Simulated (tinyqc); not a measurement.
Koster-Slater impurity in a tight-binding band, by Green functions and by supercells: one step, computed by the program tinyqc.

One orbital per site, e(k) = -2 t sum cos(k_i) over 3 direction(s), band from -6 t to 6 t, lattice constant 1. One site has the extra energy U. Spin is left out.

Question. The level in the supercell. In a periodic cell of N sites along each direction with Bloch vector K, the level solves 1/U = N^-d sum_k 1/(E - e(k)), k_i = (2 pi m_i + K_i)/N, m_i = 0..N-1; the outermost root on the side of U is taken (bisection). d is the number of directions. Gamma means K_i = 0, the zone corner K_i = pi, the quarter point K_i = pi/2. The error is measured against the isolated level E_b.

Inputs (values chosen for the exercise, for a model band): hopping t = 0.48 eV; impurity potential U = -2.72 eV; supercell edge N = 3 sites.

Lattice: simple cubic.

level E_b = -3.289227 eV

Give: level at Gamma; level at the corner; level at the quarter point; error at Gamma; width between Gamma and the corner.

Answer.

level at Gamma = -3.438 eV

level at the corner = -3.158 eV

level at the quarter point = -3.285 eV

error at Gamma = -0.1486 eV

width between Gamma and the corner = 0.2797 eV

Images turn the level into a band 0.280 eV wide; the quarter point misses the isolated level by 0.0041 eV, far less than Gamma, because the leading hopping between images averages out there.
